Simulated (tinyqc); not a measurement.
Delta-doped HEMT, charge control: two steps of the calculation.

A two-dimensional electron gas of density ns under a barrier. EF and the subbands are counted from the conduction-band edge of the channel at the interface. Two subbands of a triangular well with an infinite wall, parabolic band, no carriers in the barrier.

Inputs (values chosen for the exercise); material values close to those of InAlAs on In0.53Ga0.47As:
```
symbol   value   unit                                                  meaning
T           77      K                                              temperature
d           17     nm                   barrier thickness from gate to channel
ds         6.7     nm                       undoped spacer next to the channel
me      0.0405     m0                             electron mass in the channel
ec        14.2                            relative permittivity of the channel
ebr       12.7                            relative permittivity of the barrier
phiB       0.7     eV                               barrier height of the gate
dEc      0.492     eV                                   conduction-band offset
ND      1.8e12  cm^-2  sheet density of the donor plane at ds from the channel
eta       0.75                  share of ns that counts in the confining field
Nb           0  cm^-2                           depletion charge of the buffer
```

Constants: q = 1.602176634e-19 C, kB = 1.380649e-23 J/K, hbar = 1.054571817e-34 J s, m0 = 9.1093837015e-31 kg, Vt = kB T/q, eps0 = 8.8541878128e-14 F/cm where lengths are in cm, hbar^2/(2 m0) = 0.0380998212 eV nm^2. Results are converted to the units shown.

Problem 1. Barrier and off voltage. Fully depleted barrier with eb = ebr: Vp = q ND (d - ds)/(eps0 eb); donors per area ND; Voff = phiB - dEc - Vp.

Wanted: Vp; donors per area; eb; Voff.

Solution 1.

Vp = 0.2642 V
donors per area = 1.800e12 cm^-2
eb = 12.70
Voff = -0.05616 V

Problem 2. Fermi level, second subband and capacitance. F = q (eta ns + Nb)/(eps0 ec) in eV/nm; E_k = a_k (C F^2/me)^(1/3), a_0 = 2.338107, a_1 = 4.087949, C = hbar^2/(2 m0); D = me m0 q/(pi hbar^2); ns = D Vt [ln(1 + exp((EF - E_0)/Vt)) + ln(1 + exp((EF - E_1)/Vt))], which gives EF = E_0 + Vt ln{2 s/[(1 + u) + sqrt((1 + u)^2 + 4 u s)]} with s = exp(ns/(D Vt)) - 1, u = exp((E_0 - E_1)/Vt). Gate capacitance C = q dns/dVg = eps0 eb/(d + dd), dd = (eps0 eb/q) dEF/dns. dEF/dns by central differences over +/- 0.01 % of ns.

converged ns = 1.1687336e12 cm^-2

Wanted: EF; share of the second subband; dd; C.

Solution 2.

EF = 0.1831 eV
share of the second subband = 0.7055 %
dd = 8.684 nm
C = 0.4378 uF/cm^2

The rise of EF with ns acts as 8.68 nm of extra barrier, 51.1 % of d. EF is 0.37 of the band offset dEc.

Program tinyqc, `OMP_NUM_THREADS=1 python tinyqc.py 2180090 2180091 out.jsonl`; Intel Xeon 2.30GHz, shared host, one thread, about 0.01 s.
